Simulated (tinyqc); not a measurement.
# Doping and voltage from widths and field

Inverse problem. In the depletion approximation an abrupt p-n junction has a triangular field: peak E = q Nd xn/(eps0 eps_r) = q Na xp/(eps0 eps_r), W = xn + xp, and Vbi - V = E W/2. Find Nd, Na and Vbi - V.

Inputs (values chosen for the exercise):
```
symbol  value  unit                meaning
eps_r    10.1        relative permittivity
```

Constants: q = 1.602176634e-19 C, eps0 = 8.8541878128e-14 F/cm where lengths are in cm. Results are converted to the units shown.

W = 601.42222 nm
peak field = 42.626617 kV/cm
xn = 6.6090354 nm

Answer. Gauss's law on each side gives its doping from the peak field and its width; the voltage is the area of the triangle.

Nd = 3.60e17 cm^-3
Na = 4.00e15 cm^-3
Vbi - V = 1.28 V

Numbers from tinyqc (`OMP_NUM_THREADS=1 python tinyqc.py 2000119 2000120 out.jsonl`; about 0.02 s on one thread of a shared Intel Xeon 2.30GHz).
